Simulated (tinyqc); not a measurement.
Vacuum evaporation: vapour pressure, source flux, thickness distribution, purity and step coverage: one step, computed by the program tinyqc.

Molecular flow, unit sticking of the metal, no re-evaporation. The background gas is taken as water vapour (18.015 g/mol, collision diameter 0.37 nm) at 300 K.

Question. Scattering and purity. Mean free path lambda = k_B T_g/(sqrt2 pi d^2 p); unscattered share exp(-h/lambda); gas arrival p/sqrt(2 pi m_g k_B T_g); impurity ratio = sticking x gas arrival/metal arrival; monolayer time = 1e15 cm^-2/(sticking x gas arrival).

Inputs (values chosen for the exercise, modelled on gallium, with constants for the liquid): source temperature T = 1170 K; source-to-wafer distance h = 32 cm; background pressure p = 1e-05 Pa; sticking of background gas = 0.7.

arrival rate at the centre = 2.536303e+13 1/(cm^2 s)

Constants: k_B = 1.380649e-23 J/K; u = 1.6605390666e-27 kg.

Give: mean free path; unscattered share; gas arrival rate; impurity ratio; monolayer time.

Answer.

mean free path = 681.0 m

unscattered share = 0.9995

gas arrival rate = 3.584e+13 1/(cm^2 s)

impurity ratio = 0.9892

monolayer time = 39.86 s

The gas that sticks amounts to more than a tenth of the metal, although few metal atoms scatter on the way: purity, not the free path, sets the vacuum needed.
